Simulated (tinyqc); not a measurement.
Inputs raised by 2 %, one at a time: a particle near a wafer in liquid: double-layer and van der Waals forces (DLVO), deposition barrier and removal. Computed by tinyqc, a small Python program. Command: `OMP_NUM_THREADS=1 python tinyqc.py 3112130 3112131 out.jsonl dlvo sens`. One thread of a shared host (Intel(R) Xeon(R) Processor @ 2.30GHz), about 0.01 s of CPU time with the checks.

Sphere and flat wall, Derjaguin approximation, constant potentials in the linear-superposition form, no retardation and no hydration force.

Inputs (values chosen for the exercise, of the order of those for ceria on silica in water): particle radius R = 70 nm; Hamaker constant A = 1.7e-20 J; potential of the particle psi_1 = -57 mV; potential of the wafer psi_2 = -53 mV; salt concentration c = 0.019 mol/L; valence z of the symmetric salt = 1; temperature T = 298 K; dielectric constant of the liquid = 78.4; contact distance h0 = 0.3 nm; contact radius over R = 0.14; viscosity = 0.99 mPa s.

Constants: e = 1.602176634e-19 C; N_A = 6.02214076e+23 1/mol; eps_0 = 8.8541878128e-12 F/m; k_B = 1.380649e-23 J/K; k_B = 8.617333262e-05 eV/K.

Method:
- kappa^2 = 2 z^2 e^2 N_A (1000 c)/(eps eps_0 k_B T); gamma_i = tanh(z e psi_i/(4 k_B T)); Z = 64 pi eps eps_0 (k_B T/(z e))^2 gamma_1 gamma_2.
- U(h) = Z R exp(-kappa h) - A R/(6 h); F(h) = -dU/dh = kappa Z R exp(-kappa h) - A R/(6 h^2), positive for repulsion.
- F = 0 reads x^2 exp(-x) = y with x = kappa h and y = A kappa/(6 Z); the left side peaks at x = 2 with 4/e^2 = 0.5413, so roots exist for smaller y: x < 2 is the barrier, x > 2 the secondary minimum.
- Adhesion F_a = A R/(6 h0^2) [1 + a^2/(R h0)] - kappa Z R exp(-kappa h0), a the contact radius. Drag in a shear flow F_d = 1.7 x 6 pi mu R^2 G, acting at 1.4 R; rolling starts when 1.4 R F_d = a F_a. Wall shear stress = mu G.

Runs; columns: (1) input moved; (2) from; (3) to; (4) barrier height (k_B T); (5) net adhesion F_a (pN); (6) wall shear stress for rolling (Pa); (7) energy at the secondary minimum (k_B T):
```
(1)                                       (2)        (3)     (4)    (5)     (6)      (7)
base run                                    -          -  205.12  11672  7433.4  -2.8028
particle radius R (nm)                     70       71.4  209.22  12111  7413.5  -2.8589
Hamaker constant A (J)                1.7e-20  1.734e-20  203.55  11917  7589.9  -2.8690
potential of the particle psi_1 (mV)      -57     -58.14  209.76  11662  7427.1  -2.7948
potential of the wafer psi_2 (mV)         -53     -54.06  209.88  11662  7426.9  -2.7945
salt concentration c (mol/L)            0.019    0.01938  204.34  11667  7430.1  -2.8357
temperature T (K)                         298     303.96  203.69  11673  7434.2  -2.7128
contact radius over R                    0.14     0.1428  205.12  12079  7846.6  -2.8028
```

Exponents ln(y'/y) / ln(x'/x):
```
input                            barrier height  net adhesion F_a  wall shear stress for rolling  energy at the secondary minimum
particle radius R                         1.000             1.865                         -0.135                            1.000
Hamaker constant A                       -0.387             1.052                          1.052                            1.178
potential of the particle psi_1           1.130            -0.043                         -0.043                           -0.145
potential of the wafer psi_2              1.160            -0.044                         -0.044                           -0.149
salt concentration c                     -0.193            -0.023                         -0.023                            0.589
temperature T                            -0.352             0.005                          0.005                           -1.648
contact radius over R                     0.000             1.732                          2.732                            0.000
```

Which inputs matter most for each result?

Among the inputs moved here: barrier height answers most in size to potential of the wafer psi_2 (exponent +1.160), next to potential of the particle psi_1 (+1.130); its exponent is below 0.0005 for contact radius over R. Its exponent +1.000 in particle radius R: Derjaguin energies scale with R. net adhesion F_a answers most in size to particle radius R (exponent +1.865), next to contact radius over R (+1.732). Wall shear stress for rolling answers most in size to contact radius over R (exponent +2.732), next to Hamaker constant A (+1.052). Energy at the secondary minimum answers most in size to temperature T (exponent -1.648), next to Hamaker constant A (+1.178); its exponent is below 0.0005 for contact radius over R.

Extremes, crossings and ranges named in words are read from the listed rows.
